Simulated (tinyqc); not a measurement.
# Trench capacitor in an array: capacitance, non-linearity, leakage and relaxation: several studies

A film between two metal electrodes, each interface adding a series capacitance ci. The small-signal permittivity is ek (1 + aq E^2); the field is found with the linear permittivity. Leakage J = J0 sinh(E/Ef). After a voltage step the film passes a relaxation current kr C V tt^(-nr), tt being the time in seconds. The sidewall is a coaxial capacitor with radii a = dm/2 - t and b = dm/2, depth AR dm; the end face is left out.

Parameters, values chosen for the exercise; permittivity of the order of that of silicon nitride: relative permittivity of the film ek = 7.26; film thickness t = 15 nm; capacitance of each electrode interface (dead layer and screening) ci = 1000 uF/cm^2; quadratic field coefficient of the permittivity aq = 0.0022 cm^2/MV^2; bias V = 1 V; exponent of the relaxation current nr = 0.952; strength of the relaxation kr = 0.00015; leakage prefactor J0 = 3.3e-10 A/cm^2; field for an e-fold rise of the leakage Ef = 0.48 MV/cm; diameter of the hole dm = 180 nm; pitch of the square array pt = 300 nm; resistivity of the inner electrode rho = 1300 uohm cm; duration of the write pulse t0 = 1e-8 s.

Constants: eps0 = 8.8541878128e-14 F/cm where lengths are in cm. Results are converted to the units shown.

Each table varies one quantity; the others keep the values above.

## Capacitance, non-linearity and leakage against thickness

Planar film: Cf = eps0 ek/t, 1/C = 1/Cf + 2/ci, EOT = 3.9 eps0/C, effective permittivity C t/eps0, E = (V/t) C/Cf; quadratic coefficient [C(V)/C - 1]/V^2 with Cf (1 + aq E^2) in C(V).

Results:
```
t (nm)  C (uF/cm^2)  EOT (nm)  effective permittivity  E (MV/cm)  quadratic coefficient (ppm/V^2)  J (A/cm^2)
2.5           2.558     1.350                   7.223      3.980                          3.466e4    6.578e-7
3.7           1.731     1.995                   7.235      2.693                          1.590e4    4.512e-8
5.5           1.166     2.961                   7.243      1.814                             7222    7.219e-9
8.2          0.7827     4.412                   7.249      1.218                             3257    2.072e-9
18           0.3569     9.676                   7.255     0.5552                            677.6   4.726e-10
27           0.2380     14.51                   7.257     0.3702                            301.4   2.805e-10
40           0.1607     21.49                   7.258     0.2499                            137.4   1.797e-10
60           0.1071     32.24                   7.258     0.1666                            61.07   1.169e-10
```

Estimate the missing row, t = 12 nm.

Computed row:
```
t (nm)  C (uF/cm^2)  EOT (nm)  effective permittivity  E (MV/cm)  quadratic coefficient (ppm/V^2)  J (A/cm^2)
12           0.5351     6.453                   7.252     0.8324                             1523   9.055e-10
```

With this row back in the table: C falls from 2.56 to 0.107 uF/cm^2 while the effective permittivity goes from 7.22 to 7.26 (ek = 7.26). EOT is a straight line in t with slope 3.9/ek = 0.537 and intercept 0.00691 nm. The quadratic coefficient goes as t^(-1.99) between the first two rows and t^(-2.00) between the last two (-2 without interfaces), and J falls by 3.75 decades. For t = 2.5, 3.7 direct tunnelling, left out, would add to the leakage.

## Cell against the aspect ratio

Per length 1/c = ln(b/a)/(2 pi eps0 ek) + (1/a + 1/b)/(2 pi ci); cell capacitance c AR dm; per footprint over pt^2; fields c V/(2 pi eps0 ek r) at r = a and b; resistance of the inner electrode rho AR dm/(pi a^2); time constant R C/3 of the distributed line.

The same in every row: field at a (MV/cm) = 0.73068; field at b (MV/cm) = 0.60890.

Results:
```
AR   cell capacitance (fF)  per footprint (uF/cm^2)  R (kohm)  R C/3 (ps)
5                   1.9920                   2.2134   0.66208     0.43963
10                  3.9841                   4.4267    1.3242      1.7585
30                  11.952                   13.280    3.9725      15.827
50                  19.920                   22.134    6.6208      43.963
70                  27.888                   30.987    9.2692      86.168
100                 39.841                   44.267    13.242      175.85
```

Estimate the missing row, AR = 20.

Computed row:
```
AR  cell capacitance (fF)  per footprint (uF/cm^2)  R (kohm)  R C/3 (ps)
20                 7.9681                   8.8535    2.6483      7.0341
```

With this row back in the table: As AR goes from 5 to 100, the cell capacitance rises from 1.99 to 39.8 fF, the capacitance per footprint rises from 2.21 to 44.3 uF/cm^2, the ratio of the two fields stays at 1.20 and R C/3 rises from 0.440 to 176 ps; the time constant goes as AR^(2.00) between the first two rows and AR^(2.00) between the last two.

## Charge lost after writing

Planar film: Cf = eps0 ek/t, 1/C = 1/Cf + 2/ci, EOT = 3.9 eps0/C, effective permittivity C t/eps0, E = (V/t) C/Cf. A capacitor written for t0 and then left open loses, as a share of C V, kr (tt^(1 - nr) - t0^(1 - nr))/(1 - nr) by relaxation and J tt/(C V) by leakage; both are taken as small, and rows far outside that range are left out.

The same in every row: leakage current (nA/cm^2) = 0.6197.

Charge lost after writing:
```
tt (s)  relaxation current (nA/cm^2)  loss by relaxation (%)  loss by leakage (%)  total loss (%)
1e-6                         3.309e4                 0.03193             1.447e-7         0.03193
1e-5                            3696                 0.05075             1.447e-6         0.05075
0.0001                         412.8                 0.07176             1.447e-5         0.07178
0.001                          46.10                 0.09523             1.447e-4         0.09538
0.01                           5.149                  0.1214             0.001447          0.1229
0.1                           0.5751                  0.1507              0.01447          0.1652
1                            0.06423                  0.1834               0.1447          0.3282
10                          0.007173                  0.2199                1.447           1.667
100                         8.011e-4                  0.2607                14.47           14.73
```

Read the table: what changes, and by how much?

The two currents are equal at tt = 0.0924 s. The loss by relaxation grows from 0.0319 to 0.261 %, by 0.0188 points over the first decade and 0.0408 over the last, while the loss by leakage grows tenfold a decade. Leakage is the larger loss for tt = 10, 100 s. For tt = 100 the falling voltage would already cut the leakage, so the linear estimate overstates the loss.

Numbers from tinyqc (`OMP_NUM_THREADS=1 python tinyqc.py 2102129 2102130 out.jsonl`; about 0.01 s on one thread of a shared Intel Xeon 2.30GHz).
